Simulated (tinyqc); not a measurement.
What moves the results: band gaps under pressure and temperature from deformation potentials. A value that a table varies takes the place of the one given here.

Murnaghan: V/V0 = (1 + Bp P/B0)^(-1/Bp), B0 = (C11 + 2 C12)/3. Each gap moves by a ln(V/V0) with its volume potential a, and falls with temperature by aV T^2/(T + bV) (Varshni); the two effects are added. No change of phase is considered.

Constants: hc = 1239.841984 eV nm.

Values chosen for the exercise (near those of Si, the X and L potentials typical of such crystals; not measured data): Eg = 4.138 eV (gap at Gamma to the s-like level at 0 K, 0 GPa); EgX = 1.163 eV (gap to X at 0 K, 0 GPa); EgL = 2.134 eV (gap to L at 0 K, 0 GPa); C11 = 164.1 GPa; C12 = 62.9 GPa; Bp = 4.97 (pressure derivative of the bulk modulus); aG = -12.62 eV (volume potential of the Gamma gap); aX = 1.86 eV (volume potential of the X gap); aL = -3.94 eV (volume potential of the L gap); aV = (0.387, 0.495, 0.471) meV/K (Varshni alpha of Gamma, X, L); bV = (124, 619, 280) K (Varshni beta of Gamma, X, L); T = 0 K (temperature); P = 4.3 GPa (pressure).

## Gaps against pressure

The last column is the linear form E0 + c1 P for Gamma, c1 = -aG/B0.

Gaps (eV):
```
P (GPa)  ln(V/V0)  Gamma      X      L  lowest  Gamma, linear
0.00       0.0000  4.138  1.163  2.134       X          4.138
1.25      -0.0125  4.296  1.140  2.183       X          4.301
2.50      -0.0243  4.445  1.118  2.230       X          4.464
3.75      -0.0355  4.586  1.097  2.274       X          4.628
5.00      -0.0460  4.719  1.077  2.315       X          4.791
6.25      -0.0561  4.846  1.059  2.355       X          4.954
7.50      -0.0656  4.966  1.041  2.393       X          5.117
8.75      -0.0748  5.082  1.024  2.429       X          5.281
10.00     -0.0835  5.192  1.008  2.463       X          5.444
```

Over 10 GPa Gamma moves by +1.054, L by +0.329 and X by -0.155 eV. X stays lowest. The linear form overshoots by 252 meV at the end, because the crystal stiffens; the gap is linear in ln V, not in P.

## Gaps against temperature

At the pressure P; wavelength hc/E of the lowest gap.

Gaps (eV):
```
T (K)   Gamma       X       L  lowest  wavelength (nm)
0      4.6453  1.0882  2.2924       X           1139.3
50     4.6398  1.0864  2.2888       X           1141.3
100    4.6281  1.0813  2.2800       X           1146.6
200    4.5976  1.0641  2.2531       X           1165.2
300    4.5632  1.0398  2.2193       X           1192.4
400    4.5272  1.0105  2.1816       X           1227.0
500    4.4903  0.9776  2.1414       X           1268.2
600    4.4529  0.9420  2.0997       X           1316.1
```

From 0 to 100 K the Gamma gap falls by 17.3 meV, from 500 to 600 K by 37.4 meV: quadratic below bV, linear with a slope tending to aV = 0.387 meV/K above. X stays lowest. A pressure of 0.63 GPa, with the slope -aG/B0 at zero pressure, would undo the fall of the Gamma gap from 0 to 300 K.

## What each parameter does

Gaps at P and T. Each row changes one parameter from the base and keeps the others.

Results:
```
case              Gamma (eV)  X (eV)  L (eV)
base                  4.6453  1.0882  2.2924
T = 50 K              4.6398  1.0864  2.2888
C11 = 180.51 GPa      4.6206  1.0919  2.2847
C12 = 69.19 GPa       4.6261  1.0911  2.2864
Bp = 4.473            4.6501  1.0875  2.2939
aG = -11.358 eV       4.5946  1.0882  2.2924
aX = 2.046 eV         4.6453  1.0807  2.2924
aL = -4.334 eV        4.6453  1.0882  2.3082
P = 4.73 GPa          4.6909  1.0815  2.3066
```

The largest shifts from the base row, up to three for each result and ties (the steps differ in size, so this ranks the rows, not the parameters). Gamma (eV): aG -0.0507, P +0.0456, C11 -0.0248; unchanged at the printed digits by aX and aL. X (eV): aX -0.0075, P -0.0067, C11 +0.0036; unchanged at the printed digits by aG and aL. L (eV): aL +0.0158, P +0.0142, C11 -0.0077; unchanged at the printed digits by aG and aX.

Run: tinyqc, `OMP_NUM_THREADS=1 python tinyqc.py 1080002 1080003 out.jsonl`; Intel(R) Xeon(R) Processor @ 2.30GHz, one thread, shared host; about 0.01 s of CPU time with all checks.
